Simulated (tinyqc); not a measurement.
Fixed charge and work-function difference from two thicknesses.

Inverse problem. With a fixed charge q Nf at the interface, Vfb = phi_ms - q Nf tox/(eps0 eox). Find Nf and phi_ms.

Values chosen for this exercise: relative permittivity of the gate insulator (close to hafnium oxide) eox = 22.6.

Constants: q = 1.602176634e-19 C, eps0 = 8.8541878128e-14 F/cm where lengths are in cm. Results are converted to the units shown.

Vfb at tox = 14 and 36 nm (V): [-0.43735497, -0.38627226]

Answer. Vfb is a straight line in tox: the slope gives Nf and the intercept at zero thickness phi_ms.

Nf = -2.900e11 cm^-2
phi_ms = -0.4699 V

tinyqc, about 0.01 s, one thread, Intel Xeon 2.30GHz (shared host): `OMP_NUM_THREADS=1 python tinyqc.py 2060137 2060138 out.jsonl`
